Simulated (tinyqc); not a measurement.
FinFET, parasitic resistance, capacitance and delay: two steps of the calculation.

Nf fins under one contact; each has gated perimeter p = 2 Hf + Wf and cross-section A = Hf Wf; contact width Wc = Nf pf, stack height Hs = Hf. Contact length Lc = CPP - Lg - 2 Lsp, shared by two neighbouring gates. Source and drain sides are equal. The formulas are first-order estimates, not field solutions.

Values chosen for this exercise; values close to those of silicon logic devices: temperature T = 300 K; number of fins Nf = 3; fin height Hf = 60 nm; fin width Wf = 6 nm; fin pitch pf = 34 nm; contacted gate pitch CPP = 70 nm; gate length Lg = 18 nm; spacer length Lsp = 7 nm; contact resistivity rc = 2.5e-9 ohm cm^2; resistivity of the source-drain epitaxy re = 0.00035 ohm cm; current-carrying depth of the epitaxy te = 30 nm; resistivity of the extension rx = 0.00052 ohm cm; inversion capacitance Cinv = 2.3 uF/cm^2; injection velocity vx = 1.2e7 cm/s; apparent mobility mu = 240 cm^2/(V s); threshold at zero drain voltage VT = 0.3 V; barrier lowering dl = 0.064 V/V; subthreshold factor n = 1.14; supply voltage Vdd = 0.7 V.

Constants: q = 1.602176634e-19 C, kB = 1.380649e-23 J/K, Vt = kB T/q. Results are converted to the units shown.

Question 1. Geometry and resistances. Epitaxy sheet resistance Rsh = re/te, transfer length LT = sqrt(rc/Rsh), contact Rc = [sqrt(rc Rsh)/Wc] coth(Lc/(2 LT)); extension of one fin Rx = rx Lsp/A. Effective width N p; for equal currents one side has Rc + Rx/N.

Give: Lc; effective width; Rsh; LT; Rc; Rx; one side times effective width.

Answer 1.

Lc = 38.000 nm
effective width = 378.00 nm
Rsh = 116.67 ohm
LT = 46.291 nm
Rc = 136.16 ohm
Rx = 101.11 ohm
one side times effective width = 64.210 ohm um

Question 2. Fin currents at Vgs = Vdd, Vds = Vdd/2. One fin: I = p Q vx u/(1 + |u|^1.8)^(1/1.8), Q = Cinv n Vt ln(1 + exp((Vg' - VT + dl Vd')/(n Vt))), u = Vd' mu/(vx Lg), Vg' = Vgs - v, Vd' = Vds - 2 v, with the drop on each side v = Rc (sum of I) + Rx I. I(new) = I(out).

I at the start (uA): fin 1 0, fin 2 0, fin 3 0
Rc = 136.16290 ohm
Rx = 101.11111 ohm

Wanted: drop v; I(out); I after iteration 1.

Answer 2.

drop v (mV): fin 1 0, fin 2 0, fin 3 0
I(out) (uA): fin 1 140.3, fin 2 140.3, fin 3 140.3
I after iteration 1 (uA): fin 1 140.3, fin 2 140.3, fin 3 140.3

tinyqc, about 0.03 s, one thread, Intel Xeon 2.30GHz (shared host): `OMP_NUM_THREADS=1 python tinyqc.py 2170094 2170095 out.jsonl`
